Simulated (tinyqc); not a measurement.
Long-channel MOSFET, surface-potential model: two steps of the calculation.

n-channel transistor on a uniformly doped p-type body, gradual-channel approximation, constant mobility, Boltzmann statistics, full ionisation. Potentials are counted from the neutral body; V is the electron quasi-Fermi potential, Vsb at the source and Vsb + Vds at the drain. Charges are magnitudes per area.

Parameters, values chosen for the exercise; material values close to those of 4H silicon carbide:

| symbol | value | unit | meaning |
|---|---|---|---|
| T | 273 | K | temperature |
| Vfb | -2.09 | V | flat-band voltage |
| mu | 420 | cm^2/(V s) | channel mobility |
| W | 1 | um | gate width |
| L | 0.5 | um | gate length |
| Vsb | 0.5 | V | source-body reverse bias |
| Vgs | 1.08 | V | gate-source voltage |
| Vds | 1.2 | V | drain-source voltage |

Constants: q = 1.602176634e-19 C, kB = 1.380649e-23 J/K, Vt = kB T/q. Results are converted to the units shown.

Question 1. Charges and current of the charge-sheet model. psi_0 and psi_L solve Vgs + Vsb - Vfb - psi = gamma sqrt(G) at V = Vsb and Vsb + Vds. Qi = Cox gamma [sqrt(G) - sqrt(psi - Vt)], G = psi - Vt + Vt exp((psi - 2 phiF - V)/Vt), at both ends. With U = Vgs + Vsb - Vfb: drift = mu (W/L) Cox [U (psi_L - psi_0) - (psi_L^2 - psi_0^2)/2 - (2/3) gamma ((psi_L - Vt)^1.5 - (psi_0 - Vt)^1.5)]; diffusion = mu (W/L) Vt (Qi0 - QiL).

psi_0 = 3.5208550 V
psi_L = 3.5436507 V
phiF = 1.4623001 V
Cox = 0.60369462 uF/cm^2
gamma = 0.067343216 V^0.5

Find: Qi0; QiL; drift current; diffusion current; drain current.

Answer 1.

Qi0 = 14.009 nC/cm^2
QiL = 2.8263e-21 nC/cm^2
drift current = 0.13412 uA
diffusion current = 0.27684 uA
drain current = 0.41096 uA

Drift carries 32.6 % of the current. The drain end is pinched off: its charge is under 1 % of that at the source.

Question 2. Pao-Sah current by Simpson's rule. I = mu (W/L) integral of Qi dV; Simpson's rule on the 9 points, step Vds/8, weights 1, 4, 2, ..., 4, 1 times step/3.

Qi, Pao-Sah, point 0 to 8 (nC/cm^2): 14.054559  0.068268379  1.1677178e-4  1.9871599e-7  3.3816132e-10  5.7545986e-13  9.7927832e-16  1.6664690e-18  2.8358833e-21

Wanted: Pao-Sah current.

Answer 2.

Pao-Sah current = 0.6018 uA

Gauss-Legendre quadrature on many points gives 0.4239 uA, so this value is 42 % above it; the charge-sheet current, 0.4110 uA, is 3.1 % below it.

Program tinyqc, `OMP_NUM_THREADS=1 python tinyqc.py 2360157 2360158 out.jsonl`; Intel Xeon 2.30GHz, shared host, one thread, about 0.06 s.
